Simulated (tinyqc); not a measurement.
Dopants and charged point defects at anneal temperature: Fermi-level effect, clustering and pairing: one step, computed by the program tinyqc.

Boltzmann statistics and full ionisation of active dopants. Energies are counted from the valence band; the defect (a vacancy or self-interstitial) has five charge states, with all degeneracy factors one.

Problem. Active and clustered dopant. p = A/2 + sqrt(A^2/4 + n_i^2) for an active density A. k ionised dopants and k carriers form one neutral cluster: C = N_s (A/N_s)^k (p/N_b)^k exp(E_b/k_B T), N_b the effective density of states of the majority band, and N = A + k C (60 bisections in ln A between ln N - 90 and ln N).

Inputs (values chosen for the exercise, with bands modelled on silicon):

| quantity | value | unit |
|---|---|---|
| anneal temperature T | 970 | K |
| total dopant density N | 1.3e+20 | cm^-3 |
| site density N_s | 3.4e+22 | cm^-3 |
| dopant atoms per cluster k | 4 | - |
| cluster binding energy E_b | 1.74 | eV |

Dopant: acceptor. Second part: clustering of the dopant.

E_g = 0.8952155 eV

k_B T = 0.08358813 eV

n_i = 6.233479e+17 cm^-3

E_i = 0.4318996 eV

effective density of states N_b of the majority band = 1.093273e+20 cm^-3

Give: active density A; clusters C; active share.

Solution.

active density A = 5.586e+19 cm^-3

clusters C = 1.854e+19 cm^-3

active share = 0.4297

57 % of the dopant is lost to clusters.
